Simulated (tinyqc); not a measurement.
# Gap and mass from two generation rates

Problem. In the two-band model the band-to-band tunnelling rate in a uniform field is G = A F^2 exp(-B/F), with B = pi sqrt(m/C) Eg^1.5/4 (V/nm), A = 1e21 (2 q/h) m Eg/(16 pi C B) for G in cm^-3 s^-1 and F in V/nm, C = hbar^2/(2 m0). Find B, A, Eg and m.

Constants: q = 1.602176634e-19 C, hbar = 1.054571817e-34 J s, h = 6.62607015e-34 J s, m0 = 9.1093837015e-31 kg, hbar^2/(2 m0) = 0.0380998212 eV nm^2. Results are converted to the units shown.

G at F = 0.047 and 0.083 V/nm (cm^-3 s^-1): [2.6868463e27, 5.0975911e29]

Solution. The slope of ln(G/F^2) against 1/F is -B and the intercept gives A. The product A B fixes m Eg, and B = (pi/4) Eg sqrt(m Eg/C) then gives Eg.

B = 0.4452 V/nm
A = 1.580e34 cm^-3 s^-1 (V/nm)^-2
Eg = 0.6630 eV
m = 0.04200 m0

tinyqc, about 0.01 s, one thread, Intel Xeon 2.30GHz (shared host): `OMP_NUM_THREADS=1 python tinyqc.py 2620008 2620009 out.jsonl`
